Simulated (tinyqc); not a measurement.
sp3s* tight binding: sweeps and comparisons. A value that a table varies takes the place of the one given here.

sp3s* tight binding, nearest neighbours only: anion (a) at 0, cation (c) at a/4 (1,1,1), orbitals s, px, py, pz, s* on each; k in units of 2 pi/a. With phases e_j = exp(i (pi/2) k.n_j) for n = (1,1,1), (1,-1,-1), (-1,1,-1), (-1,-1,1): g0 = (e1+e2+e3+e4)/4, g1 = (e1+e2-e3-e4)/4, g2 = (e1-e2+e3-e4)/4, g3 = (e1-e2-e3+e4)/4. The diagonal holds the levels Esa, Epa, Exa (s*) and Esc, Epc, Exc. Anion-cation block: <sa|sc> = Vss g0; <sa|xc> = Vsapc g1; <xa|sc> = -Vscpa g1; <xa|xc> = Vxx g0; <xa|yc> = <ya|xc> = Vxy g3, <xa|zc> = <za|xc> = Vxy g2, <ya|zc> = <za|yc> = Vxy g1; <s*a|xc> = Vxapc g1; <xa|s*c> = -Vpaxc g1; y and z take g2 and g3 in place of g1; s-s* and s*-s* vanish.

Parameters, chosen for this exercise (near a published set for AlAs, fitted to gaps, whose masses and valley positions are rough; shifted at random, so the results belong to these values and not to a real crystal):
```
symbol  value   unit  meaning
Esa     -7.475  eV    s level of the anion
Epa     0.996   eV    p level of the anion
Esc     -1.158  eV    s level of the cation
Epc     3.618   eV    p level of the cation
Exa     7.492   eV    s* level of the anion
Exc     6.821   eV    s* level of the cation
Vss     -6.729  eV    s-s
Vxx     1.901   eV    px-px
Vxy     4.239   eV    px-py
Vsapc   5.072   eV    s anion, p cation
Vscpa   5.576   eV    s cation, p anion
Vxapc   4.578   eV    s* anion, p cation
Vpaxc   5.043   eV    p anion, s* cation
eta     1.8           scaling exponent
D001    0.88          ratio -ezz/exx
```

## What the s* orbital does

The s* couplings Vxapc and Vpaxc are scaled by f; f = 0 is the plain sp3 model. Gaps from the top of the valence band at Gamma; the Delta value is the minimum on (x,0,0), 0.5 <= x <= 1.

Gaps (eV):
```
f      Gamma   Delta       L  x of the minimum
0.00  3.1191  4.7901  4.1324             0.500
0.25  3.1191  4.6112  3.9827             0.500
0.50  3.1191  4.1024  3.6235             0.683
0.75  3.1191  3.2011  3.1838             0.808
0.90  3.1191  2.6301  2.9072             0.842
1.00  3.1191  2.2451  2.7159             0.862
1.10  3.1191  1.8589  2.5102             0.881
```

The gap at Gamma stays, since g1 to g3 vanish there. From f = 0 to 1 the s* levels lower the Delta value by 2.545 eV and L by 1.416 eV. For f = 0 and 0.25 the least value lies at x = 0.5, the end of the range: any valley further out lies above that value until s* has lowered it enough. The lowest of the three is Gamma at f = 0 and the Delta line at f = 1.

## Hydrostatic strain (sp3s* tight binding, strained)

Strain e moves each bond vector to d = (1 + e) d0 (no internal displacement for the diagonal strains used here) and k is given in fractions of the strained reciprocal cell, so the phases stay. Two-centre values Vss_sigma = Vss/4, Vsp_sigma = sqrt3 V/4 for each s-p and s*-p pair, Vpp_sigma = (Vxx + 2 Vxy)/4, Vpp_pi = (Vxx - Vxy)/4 are scaled by (d0/d)^eta and combined with the new direction cosines; the levels on the diagonal stay.

exx = eyy = ezz = e. Gaps as measured from the top of the valence band; the deformation potentials are (gap(0.01) - gap(-0.01))/0.06.

Gaps (eV):
```
e       Gamma   Delta       L  x of the minimum
-0.03  3.5531  2.2545  2.8992             0.849
-0.02  3.4037  2.2511  2.8387             0.854
-0.01  3.2592  2.2479  2.7774             0.858
0.00   3.1191  2.2451  2.7159             0.862
0.01   2.9835  2.2425  2.6546             0.866
0.02   2.8520  2.2403  2.5938             0.869
0.03   2.7247  2.2382  2.5338             0.871
```

gap deformation potentials (eV): Gamma -4.595, Delta -0.090, L -2.047

Per unit of volume strain the gaps move by -4.59 (Gamma), -0.09 (Delta) and -2.05 eV (L). The lowest valley stays the Delta line over the range. These potentials follow from the one exponent eta, which fitted models replace by one for each integral; with it the sizes are rough, the sign for Delta can be wrong (in Si, Ge and the III-V crystals measured values are small and positive), and the pressures at which valleys cross, and which valley takes over, are rough too. A gap of zero, where one is listed, marks an s level that has sunk below the valence top.

## Biaxial strain splits the top of the valence band (sp3s* tight binding, strained)

No spin-orbit coupling; k = 0; exx = eyy = e, ezz = -D001 e. The four bonds keep equal lengths, and the sums over them give Vxx(e) for px and py and Vzz(e) for pz; each level is the lower root of [[Epa, V], [V, Epc]], and the s level the upper root of the s block. The shear potential b follows from E(x,y) - E(z) = 3 b (exx - ezz), taken as the slope between e = -0.005 and 0.005.

Couplings and levels at Gamma (eV):
```
e           ezz  Vxx(e)  Vzz(e)   E(x,y)     E(z)  E(x,y) - E(z) (meV)  upper s level
-0.020   0.0176  1.8171  2.1445   0.0663  -0.2065                272.8         3.1980
-0.010   0.0088  1.8599  2.0214   0.0315  -0.1023                133.8         3.1576
-0.005   0.0044  1.8806  1.9609   0.0145  -0.0517                 66.3         3.1373
0.005   -0.0044  1.9210  1.8418  -0.0187   0.0462                -64.9         3.0964
0.010   -0.0088  1.9406  1.7833  -0.0349   0.0936               -128.5         3.0758
0.020   -0.0176  1.9786  1.6685  -0.0665   0.1851               -251.6         3.0343
```

b = -2.326 eV

Under tension in the plane (e > 0) the bonds tilt towards the plane, Vxx grows to 1.9406 and Vzz falls to 1.7833 eV at e = 0.01, and the pz state forms the top of the valence band, by 128.5 meV; under compression (e = -0.01) the px, py pair does, by 133.8 meV. The slope gives b = -2.33 eV, a rough value, since on-site strain terms are left out (measured values lie near -2 eV).

## What each parameter does

Gaps from the top of the valence band at Gamma; Delta is the minimum on (x,0,0), 0.5 <= x <= 1. Each row changes one parameter from the base and keeps the others.

Results:
```
case              Ev (eV)  gap Gamma (eV)  gap Delta (eV)  gap L (eV)
base              -0.0022          3.1191          2.2451      2.7159
Epa = 0.696 eV    -0.2406          3.3575          2.4681      2.9437
Exc = 7.021 eV    -0.0022          3.1191          2.2531      2.7226
Vxapc = 4.778 eV  -0.0022          3.1191          2.0873      2.6370
Vss = -6.529 eV   -0.0022          2.9386          2.2500      2.6684
Vsapc = 5.272 eV  -0.0022          3.1191          2.3200      2.7849
Exa = 7.692 eV    -0.0022          3.1191          2.3072      2.7484
```

The largest shifts from the base row, up to three for each result and ties (the steps differ in size, so this ranks the rows, not the parameters). Ev (eV): Epa -0.2383; unchanged at the printed digits by Exc, Vxapc, Vss, Vsapc and Exa. gap Gamma (eV): Epa +0.2383, Vss -0.1805; unchanged at the printed digits by Exc, Vxapc, Vsapc and Exa. gap Delta (eV): Epa +0.2230, Vxapc -0.1578, Vsapc +0.0750. gap L (eV): Epa +0.2278, Vxapc -0.0788, Vsapc +0.0691. Exc, Vxapc, Vsapc and Exa cannot move Ev or the gap at Gamma, whose blocks do not hold them; s parameters never move Ev, and move the gap only where the lowest empty level at Gamma is s-like.

Program tinyqc; command `OMP_NUM_THREADS=1 python tinyqc.py 1451784 1451785 out.jsonl`; about 0.1 s on one thread of a shared Intel(R) Xeon(R) Processor @ 2.30GHz.
